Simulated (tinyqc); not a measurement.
CMOS latch-up, two-transistor model: two steps of the calculation.

A parasitic pnp (emitter at Vdd, base shunted by Rw) and npn (emitter at ground, base shunted by Rs) feed each other: the npn collector current flows out of the pnp base node, the pnp collector current into the npn base node. Forward-active transistors with constant gains: Icn = Isn exp(Vn/Vt), Icp = Isp (exp(Vp/Vt) - 1). A current Ii is injected into the npn base node.

Values chosen for this exercise; values close to those of bulk CMOS:

| symbol | value | unit | meaning |
|---|---|---|---|
| T | 350 | K | temperature |
| bn | 12 |  | current gain of the npn |
| bp | 3 |  | current gain of the pnp |
| Isn | 2.5e-13 | A | saturation current of the npn at T |
| Isp | 7.3e-13 | A | saturation current of the pnp at T |
| Rs | 120 | ohm | substrate resistance shunting the npn |
| Rw | 1000 | ohm | well resistance shunting the pnp |
| R2 | 470 | ohm | resistance from the pnp collector to the npn base |
| Von | 0.67 | V | base-emitter voltage in the on state |
| Vsat | 0.11 | V | saturation voltage |
| Vdd | 1.2 | V | supply voltage |
| Ii | 3.83 | mA | current injected into the substrate |

Constants: q = 1.602176634e-19 C, kB = 1.380649e-23 J/K, Vt = kB T/q. Results are converted to the units shown.

Problem 1. Holding current and voltage. On state with both base-emitter voltages at Von: npn base current Ib = (Von/Rs + bp Von/Rw)/(bn bp - 1), holding current Ih = (bn + 1) Ib + Von/Rs, holding voltage Vh = Vsat + Von + R2 (Ib + Von/Rs).

Wanted: bn bp; Ib; Ih; Vh.

Solution 1.

bn bp = 36.000
Ib = 0.21695 mA
Ih = 8.4037 mA
Vh = 3.5061 V

Vh is above Vdd = 1.2 V, so the supply cannot sustain a latched state.

Problem 2. The off branch. Node equations: Vp/Rw + Icp/bp = Icn and Vn/Rs + Icn/bn = Icp + Ii. Loop gain G = gn gp/[(1/Rw + gp/bp)(1/Rs + gn/bn)], gn = Icn/Vt, gp = (Icp + Isp)/Vt; the off state ends where G = 1, and Ii there is the trigger current. For each Vn: Icn, then Vp from the first equation, then Ii from the second.

Vn, point 0 to 7 (V): 0.447  0.527  0.577  0.607  0.627  0.647  0.662  0.677

Find: Icn; Vp; Icp; Ii; G.

Solution 2.

```
point	Icn (mA)	Vp (V)	Icp (mA)	Ii (mA)	G
0	6.831e-4	6.831e-4	1.672e-11	3.725	6.727e-11
1	0.009692	0.009692	2.767e-10	4.392	1.283e-9
2	0.05086	0.05086	3.212e-9	4.813	2.601e-8
3	0.1375	0.1375	6.901e-8	5.070	1.210e-6
4	0.2669	0.2669	5.086e-6	5.247	1.645e-4
5	0.5180	0.5122	0.01734	5.417	0.8485
6	0.8518	0.6231	0.6859	4.902	7.004
7	1.401	0.6587	2.226	3.533	10.97
```

Ii peaks at 5.418 mA, at Vn = 0.6474 V where G = 1; beyond it the loop feeds itself.

Program tinyqc, `OMP_NUM_THREADS=1 python tinyqc.py 2670013 2670014 out.jsonl`; Intel Xeon 2.30GHz, shared host, one thread, about 0.04 s.
